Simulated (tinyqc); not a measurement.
# One-dimensional ballistic tunnel FET, two-band WKB, step by step

Computed by the program tinyqc: `OMP_NUM_THREADS=1 python tinyqc.py 2620113 2620114 out.jsonl`, one thread of a shared Intel Xeon 2.30GHz, about 0.01 s for the whole run. Printed values are rounded.

A p-type source for x < 0 with its Fermi level at 0 and its valence edge at ds; in the channel the bands fall as D exp(-x/lam) towards their flat values, with the conduction edge at Ec = ds - dP and D = dP + Eg. The gate moves dP one to one. The drain Fermi level lies at -Vd and the drain side reflects nothing. For w = E - Ec between 0 and dP an electron crosses the gap. Two-band dispersion with equal masses m: inside the gap kappa = sqrt(m u (1 - u/Eg)/C), u the distance from a band edge, C = hbar^2/(2 m0).

Values chosen for this exercise; band and dielectric values close to those of indium phosphide: temperature T = 300 K; band gap Eg = 1.36 eV; band-edge mass of the two-band model m = 0.088 m0; screening length of the source junction lam = 1.5 nm; source valence edge above the source Fermi level ds = 0.17 eV; drain bias Vd = 0.3 V; number of degenerate subbands (spin apart) g = 1; tunnelling window Ev(source) - Ec(channel) dP = 0.42 eV; energy above the channel conduction edge w0 = 0.27 eV; cells of the path nc = 9; points of the energy grid nE = 9.

Constants: q = 1.602176634e-19 C, kB = 1.380649e-23 J/K, hbar = 1.054571817e-34 J s, h = 6.62607015e-34 J s, m0 = 9.1093837015e-31 kg, Vt = kB T/q, hbar^2/(2 m0) = 0.0380998212 eV nm^2. Results are converted to the units shown.

## The path through the gap by the midpoint rule

At w = w0 the path runs from xa = lam ln(D/(w + Eg)) to xb = lam ln(D/w); u(x) = w + Eg - D exp(-x/lam) is the height above the valence edge. Cut it into nc equal cells: S = 2 (cell width) times the sum of kappa at the centres.

xa = 0.132050 nm
xb = 2.82892 nm

```
cell   x (nm)   u (eV)  kappa (1/nm)
0     0.28188  0.15494      0.563121
1     0.58153  0.42205      0.819938
2     0.88118  0.64078      0.884700
3     1.18083  0.81991      0.867215
4     1.48049  0.96660      0.803621
5     1.78014  1.08673      0.710180
6     2.07979  1.18510      0.593307
7     2.37944  1.26566      0.450305
8     2.67909  1.33164      0.253261
```

S = 3.56325

## The exponent in closed form

S(w) = 2 lam int_0^Eg kappa(u) du/(w + Eg - u) = 2 pi lam sqrt(m/(C Eg)) [w + Eg/2 - sqrt(w (w + Eg))], T(w) = exp(-S). The common triangular estimate is S = (4/3) lam sqrt(m/C) Eg^1.5/(dP + Eg) for all w.

S(w0) = 3.52012
T(w0) = 0.0295959
triangular S = 2.70831

The midpoint value is 1.2 % above the closed form, and the triangular estimate 23 % below it.

## Current on a coarse grid

S(w) = 2 lam int_0^Eg kappa(u) du/(w + Eg - u) = 2 pi lam sqrt(m/(C Eg)) [w + Eg/2 - sqrt(w (w + Eg))], T(w) = exp(-S). I = g (2 q^2/h) int_0^dP T(w) [f(E) - f(E + Vd)] dw, E = ds - dP + w, f(x) = 1/(1 + exp(x/Vt)). Simpson's rule on nE equally spaced points.

```
point    w (eV)        T(w)  difference of the f
0      0.000000  2.35924e-4             0.873638
1      0.052500  0.00351001             0.980902
2      0.105000  0.00803103             0.993865
3      0.157500   0.0138172             0.972502
4      0.210000   0.0206751             0.824476
5      0.262500   0.0284254             0.381415
6      0.315000   0.0369086            0.0748602
7      0.367500   0.0459847            0.0105074
8      0.420000   0.0555323           0.00139161
```

I = 0.228725 uA

A converged quadrature gives 0.2295 uA; this grid is 0.32 % below that.
